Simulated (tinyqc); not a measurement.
Peak gain against injection: optical gain and spontaneous emission in a bulk direct-gap semiconductor.

Parabolic bands, vertical transitions, no excitons. For each hole band j: mr = me mj/(me + mj); joint density of states J_j(E) = (mr/c)^(3/2) sqrt(E - Eg)/(2 pi^2), both spins, c = hbar^2/2m0; averaged matrix element |e.p|^2 = m0 Ep/6; alpha_j(E) = 4 pi^2 alpha_f c Ep J_j/(3 nr E) in 1/angstrom (alpha_f the fine-structure constant, listed as alpha among the constants), times 1e8 for 1/cm.

F_j(eta) = (1/Gamma(j + 1)) integral_0^infinity x^j dx/(1 + exp(x - eta)), which tends to exp(eta) for eta << 0.

Quasi-Fermi levels: n = Nc F_1/2(Fc/kT) and p = Nv F_1/2(Fv/kT), Fc counted up from the conduction edge and Fv down from the valence edge; Nc, Nv from N = 2 (m kB T/(4 pi c))^(3/2) with c = hbar^2/2m0, in 1/angstrom^3; times 1e24 for 1/cm^3, with me and (mhh^(3/2) + mlh^(3/2))^(2/3).

For band j the electron sits at Ee = (E - Eg) mr/me above its edge and the hole at Eh = (E - Eg) mr/mj; fe = 1/(1 + exp((Ee - Fc)/kT)), fh = 1/(1 + exp((Eh - Fv)/kT)); gain g = sum_j alpha_j (fe + fh - 1).

Spontaneous rate: R = integral of (nr E/(hbar c))^2/(pi^2 hbar) sum_j alpha_j fe fh dE, with alpha in 1/cm and (nr E/(hbar c))^2 in 1/cm^2 (1e16 per 1/angstrom^2); B = R/(n p); lifetime n/R.

Constants: hbar^2/2m0 = 3.80998211 eV angstrom^2; fine-structure constant alpha = 0.007297352564; kB = 8.617333262e-05 eV/K; hbar = 6.58211957e-16 eV s; hbar c = 1973.269805 eV angstrom.

Parameters, chosen for this exercise (near those of InP; shifted at random, so the results belong to these values and not to a real crystal):
```
symbol  value   unit  meaning
Eg      1.384   eV    direct gap
me      0.0765  m0    electron mass
mhh     0.622   m0    heavy-hole mass
mlh     0.0857  m0    light-hole mass
Ep      20.7    eV    Kane energy
nr      3.43          refractive index
T       350     K
```

The peak is the largest g over E; a dash marks no gain.

Gain:
```
n (1/cm^3)  Fc (eV)  Fv (eV)  peak gain (1/cm)  peak E - Eg (eV)  B (cm^3/s)
9.8e+17      0.0268  -0.0842                 -                 -    9.81e-11
1.6e+18      0.0510  -0.0690                 -                 -    9.20e-11
2.3e+18      0.0723  -0.0576                62            0.0051    8.61e-11
2.7e+18      0.0829  -0.0525               179            0.0110    8.32e-11
3.5e+18      0.1022  -0.0441               446            0.0221    7.81e-11
4.5e+18      0.1236  -0.0359               781            0.0350    7.27e-11
5.9e+18      0.1505  -0.0268              1215            0.0512    6.67e-11
7.9e+18      0.1849  -0.0167              1760            0.0708    6.00e-11
```

transparency density (Fc + Fv = 0) = 1.96e+18 1/cm^3

What can be read from this table?

Gain starts at 1.96e+18 1/cm^3, where Fc = -Fv = 0.0626 eV: with Nv/Nc = 24 the electrons must be degenerate before the holes are. The slope of peak gain against n is 2.93e-16 cm^2 between the first two rows with gain and 2.72e-16 between the last two; the peak moves from 0.0051 to 0.0708 eV above the gap as the bands fill, and B falls by a factor 1.63. Line broadening and gap shrinkage are left out.

tinyqc: `OMP_NUM_THREADS=1 python tinyqc.py 1682130 1682131 out.jsonl`; about 0.08 s, one thread, shared Intel(R) Xeon(R) Processor @ 2.30GHz.
